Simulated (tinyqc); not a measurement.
# Ionisation ratio from the excess noise

Inverse problem. In the local model of an avalanche photodiode F = k M + (1 - k)(2 - 1/M), k the ratio of the ionisation coefficient of the other carrier to that of the injected one. Find k and F at twice the gain.

M = 7
excess noise factor F = 6.1771429

Answer. F is linear in k: k = (F - 2 + 1/M)/(M - 2 + 1/M).

k = 0.840
F at 2 M = 12.1

tinyqc, about 0.1 s, one thread, Intel Xeon 2.30GHz (shared host): `OMP_NUM_THREADS=1 python tinyqc.py 2120107 2120108 out.jsonl`
